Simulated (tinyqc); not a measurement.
Tilting alike or in alternation: buckled dimers of a reconstructed (001) surface, two dangling bonds a dimer.

In a dimer one atom moves up by z and the other down by z; the dangling bond of the up atom (more s-like) falls by gm z and that of the down atom rises by gm z. With all dimers tilted alike: H(k) = [[-gm z - 2 ta cos k, -tp - 2 tx cos k], [., gm z - 2 ta cos k]], k along the row in 1/a. Two electrons a dimer fill the lowest N of the 2N levels on the mesh k_j = (j + 1/2) pi/N. Total energy a dimer: W(z) = (2/N) sum of the filled levels + kf z^2. Repulsion between electrons is left out.

Parameters, chosen for this exercise (of the size met on Ge(001); the results hold for these values, not for the real material):

| symbol | value | unit | meaning |
|---|---|---|---|
| tp | 0.32 | eV | pi coupling inside a dimer |
| ta | 0.1 | eV | coupling between like atoms along the row |
| tx | 0.06 | eV | diagonal coupling along the row |
| gm | 1.83 | eV/angstrom | shift of a dangling bond with height |
| kf | 4.8 | eV/angstrom^2 | force constant of buckling |
| N | 12 |  | k points |

Alternation doubles the cell: sites L1, R1, L2, R2 with levels -gm z, +gm z, +gm z, -gm z, -tp inside a dimer, -2 ta cos k between L1-L2 and R1-R2, -2 tx cos k between L1-R2 and R1-L2, on k_j = (j + 1/2) pi/(2N); the lowest half of the levels is filled. Energies a dimer; gaps on these meshes.

Two patterns:

| z (angstrom) | W alike (eV) | W alternating (eV) | difference (meV) | gap alike (eV) | gap alternating (eV) |
|---|---|---|---|---|---|
| 0.05 | -0.6554 | -0.6597 | -4.2 | 0.2727 | 0.3025 |
| 0.15 | -0.7427 | -0.7569 | -14.2 | 0.4614 | 0.5916 |
| 0.20 | -0.7888 | -0.8044 | -15.6 | 0.5925 | 0.7504 |
| 0.30 | -0.8474 | -0.8625 | -15.1 | 0.8910 | 1.0735 |
| 0.40 | -0.8373 | -0.8507 | -13.4 | 1.2161 | 1.4000 |
| 0.50 | -0.7453 | -0.7570 | -11.7 | 1.5551 | 1.7356 |

Give the missing row, z (angstrom) = 0.10.

Computed row:
```
z (angstrom)  W alike (eV)  W alternating (eV)  difference (meV)  gap alike (eV)  gap alternating (eV)
0.10               -0.6944             -0.7049             -10.5          0.3509                0.4377
```

The lowest W listed is -0.8474 eV for like tilts and -0.8625 eV for alternation; the difference at equal z runs from -15.6 to -4.2 meV. With alternation ta joins filled up atoms to empty down atoms and gains energy in second order, about 2 ta^2/(gm z) a dimer at large z, while tx does so for like tilts; here ta = 0.1 and tx = 0.06 eV. At z = 0.3 the gap is 0.891 eV alike and 1.074 eV alternating.

Run: tinyqc, `OMP_NUM_THREADS=1 python tinyqc.py 1481476 1481477 out.jsonl`; Intel(R) Xeon(R) Processor @ 2.30GHz, one thread, shared host; about 0.05 s of CPU time with all checks.
